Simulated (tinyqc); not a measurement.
What moves the coefficients: Boltzmann transport in a parabolic band with a power-law relaxation time.

F_j(eta) = (1/Gamma(j + 1)) integral_0^infinity x^j dx/(1 + exp(x - eta)), which tends to exp(eta) for eta << 0.

n = N F_1/2(eta) with N = 2 (m kB T/(4 pi c))^(3/2) with c = hbar^2/2m0, in 1/angstrom^3; times 1e24 for 1/cm^3, m = md.

tau = tau0 x^r with x = E/kT. With K_j = Gamma(j + 1) F_j(eta): <tau> = tau0 (r + 3/2) K_(r+1/2)/((3/2) K_(1/2)); mu = <tau>/(mc m0/e), m0/e = 5.685630e-12 kg/C; Hall factor rH = (3/2) K_(1/2) (2r + 3/2) K_(2r+1/2)/((r + 3/2) K_(r+1/2))^2; Seebeck S = -(kB/e) [(r + 5/2) K_(r+3/2)/((r + 3/2) K_(r+1/2)) - eta]; Lorenz number L = (kB/e)^2 [(r + 7/2) K_(r+5/2)/((r + 3/2) K_(r+1/2)) - ((r + 5/2) K_(r+3/2)/((r + 3/2) K_(r+1/2)))^2]; kB/e in V/K. Valley anisotropy is left out of rH.

Constants: hbar^2/2m0 = 3.80998211 eV angstrom^2; kB = 8.617333262e-05 eV/K.

Parameters, chosen for this exercise (masses near those of Si; tau0 is set for a mobility of the usual size at this n, kL is a free input; freeze-out and phonon drag, which matter near 77 K, are left out; the results hold for these values, not for the real material): md = 1.05 m0 (density-of-states mass); mc = 0.2506 m0 (conductivity mass); tau0 = 22 fs (tau at E = kT); r = -0.5 (exponent of tau); T = 300 K; kL = 19 W/(m K) (lattice thermal conductivity); n = 1.5e+20 1/cm^3 (electron density).

sigma = e n mu with e = 1.602176634e-19 C; ZT = S^2 sigma T/(kL + L sigma T).

Results for these values:

| case | mu (cm^2/(V s)) | sigma (S/cm) | S (microvolt/K) | ZT |
|---|---|---|---|---|
| base | 74.77 | 1797 | -75.5 | 0.0153 |

What happens to each result for tau0 = 33 fs, all else kept?

Answer: mu rises from 74.77 to 112.2; sigma rises from 1797 to 2695; S does not change at the printed digits; ZT rises from 0.0153 to 0.0223.

The same for each parameter in turn:

| case | mu (cm^2/(V s)) | sigma (S/cm) | S (microvolt/K) | ZT |
|---|---|---|---|---|
| base | 74.77 | 1797 | -75.5 | 0.0153 |
| md = 1.365 m0 | 82.33 | 1979 | -95.8 | 0.0270 |
| mc = 0.3258 m0 | 57.51 | 1382 | -75.5 | 0.0119 |
| n = 3e+20 1/cm^3 | 61.46 | 2954 | -47.9 | 0.00969 |
| tau0 = 33 fs | 112.2 | 2695 | -75.5 | 0.0223 |
| kL = 9.5 W/(m K) | 74.77 | 1797 | -75.5 | 0.0290 |
| T = 350 K | 79.25 | 1905 | -87.0 | 0.0248 |

The row for T keeps tau0 fixed; for phonon scattering tau0 itself falls as T rises.

tinyqc: `OMP_NUM_THREADS=1 python tinyqc.py 1680214 1680215 out.jsonl`; about 0.01 s, one thread, shared Intel(R) Xeon(R) Processor @ 2.30GHz.
